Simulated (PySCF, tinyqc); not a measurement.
RHF in the sto-3g basis, for BeH+, spin multiplicity 1, step by step. The lowest restricted solution is unstable here: a spin-polarised one lies 0.0727 hartree lower (PySCF). One step of it, computed by the program tinyqc.

Question. Iteration 1: building the Fock matrix. J_ij = sum D_kl (ij|kl), K_ij = sum D_kl (ik|jl); F = H + J - 0.5 K; E = tr D H + tr D J / 2 - 0.25 tr D K + E_nn.

D at the start:
```
            1Be 1s     1Be 2s   1Be 2px   1Be 2py    1Be 2pz      2H 1s
1Be 1s    2.122296  -0.464304  0.000000  0.000000  -0.198642   0.022029
1Be 2s   -0.464304   1.759815  0.000000  0.000000   0.824144  -0.075275
1Be 2px   0.000000   0.000000  0.000000  0.000000   0.000000   0.000000
1Be 2py   0.000000   0.000000  0.000000  0.000000   0.000000   0.000000
1Be 2pz  -0.198642   0.824144  0.000000  0.000000   0.386134  -0.035232
2H 1s     0.022029  -0.075275  0.000000  0.000000  -0.035232   0.003222
```

core Hamiltonian H = T + V (hartree):
```
            1Be 1s     1Be 2s    1Be 2px    1Be 2py    1Be 2pz      2H 1s
1Be 1s   -8.077609  -1.986884   0.000000   0.000000  -0.005114  -0.033693
1Be 2s   -1.986884  -2.312364   0.000000   0.000000  -0.055000  -0.232157
1Be 2px   0.000000   0.000000  -1.834062   0.000000   0.000000   0.000000
1Be 2py   0.000000   0.000000   0.000000  -1.834062   0.000000   0.000000
1Be 2pz  -0.005114  -0.055000   0.000000   0.000000  -1.864659  -0.318237
2H 1s    -0.033693  -0.232157   0.000000   0.000000  -0.318237  -1.308535
```

Two-electron integrals (ij|kl) in chemists' order, unique and non-zero (hartree):
```
(11|11) 2.298831   (21|11) 0.392036   (21|21) 0.079539   (22|11) 0.570988
(22|21) 0.143041   (22|22) 0.417683   (31|31) 0.014607   (32|31) 0.021888
(32|32) 0.092265   (33|11) 0.569578   (33|21) 0.143083   (33|22) 0.417589
(33|33) 0.449859   (41|41) 0.014607   (42|41) 0.021888   (42|42) 0.092265
(43|43) 0.024249   (44|11) 0.569578   (44|21) 0.143083   (44|22) 0.417589
(44|33) 0.401360   (44|44) 0.449859   (51|51) 0.014607   (52|51) 0.021888
(52|52) 0.092265   (53|53) 0.024249   (54|54) 0.024249   (55|11) 0.569578
(55|21) 0.143083   (55|22) 0.417589   (55|33) 0.401360   (55|44) 0.401360
(55|55) 0.449859   (61|11) 0.006208   (61|21) 0.001272   (61|22) 0.002351
(61|33) 0.002331   (61|44) 0.002331   (61|51) 0.000145   (61|52) 0.000277
(61|55) 0.002394   (61|61) 0.000022   (62|11) 0.038629   (62|21) 0.009944
(62|22) 0.035039   (62|33) 0.033536   (62|44) 0.033536   (62|51) 0.001209
(62|52) 0.009492   (62|55) 0.038002   (62|61) 0.000183   (62|62) 0.006676
(63|31) 0.000525   (63|32) 0.003120   (63|53) 0.001312   (63|63) 0.000350
(64|41) 0.000525   (64|42) 0.003120   (64|54) 0.001312   (64|64) 0.000350
(65|11) 0.052679   (65|21) 0.013624   (65|22) 0.049182   (65|33) 0.046661
(65|44) 0.046661   (65|51) 0.001844   (65|52) 0.014492   (65|55) 0.054161
(65|61) 0.000255   (65|62) 0.010141   (65|65) 0.015502   (66|11) 0.210486
(66|21) 0.054623   (66|22) 0.209542   (66|33) 0.199828   (66|44) 0.199828
(66|51) 0.005110   (66|52) 0.053903   (66|55) 0.228683   (66|61) 0.000988
(66|62) 0.058778   (66|65) 0.092661   (66|66) 0.774606
```

nuclear repulsion = 0.84196851 hartree

Give: Coulomb J; exchange K; Fock matrix F; total energy of this density.

Answer.

Coulomb J (hartree):
```
         1Be 1s  1Be 2s  1Be 2px  1Be 2py  1Be 2pz   2H 1s
1Be 1s   5.7309  1.0629   0.0000   0.0000   0.0300  0.0174
1Be 2s   1.0629  1.9673   0.0000   0.0000   0.1411  0.1627
1Be 2px  0.0000  0.0000   1.9582   0.0000   0.0000  0.0000
1Be 2py  0.0000  0.0000   0.0000   1.9582   0.0000  0.0000
1Be 2pz  0.0300  0.1411   0.0000   0.0000   1.9758  0.2275
2H 1s    0.0174  0.1627   0.0000   0.0000   0.2275  0.9270
```

exchange K (hartree):
```
         1Be 1s  1Be 2s  1Be 2px  1Be 2py  1Be 2pz   2H 1s
1Be 1s   4.6604  0.7901   0.0000   0.0000   0.0199  0.0149
1Be 2s   0.7901  0.8012   0.0000   0.0000   0.3815  0.0927
1Be 2px  0.0000  0.0000   0.1819   0.0000   0.0000  0.0000
1Be 2py  0.0000  0.0000   0.0000   0.1819   0.0000  0.0000
1Be 2pz  0.0199  0.3815   0.0000   0.0000   0.3409  0.0666
2H 1s    0.0149  0.0927   0.0000   0.0000   0.0666  0.0214
```

Fock matrix F (hartree):
```
          1Be 1s   1Be 2s  1Be 2px  1Be 2py  1Be 2pz    2H 1s
1Be 1s   -4.6769  -1.3190   0.0000   0.0000   0.0149  -0.0237
1Be 2s   -1.3190  -0.7456   0.0000   0.0000  -0.1046  -0.1158
1Be 2px   0.0000   0.0000   0.0332   0.0000   0.0000   0.0000
1Be 2py   0.0000   0.0000   0.0000   0.0332   0.0000   0.0000
1Be 2pz   0.0149  -0.1046   0.0000   0.0000  -0.0593  -0.1241
2H 1s    -0.0237  -0.1158   0.0000   0.0000  -0.1241  -0.3922
```

total energy of this density = -14.315449 hartree
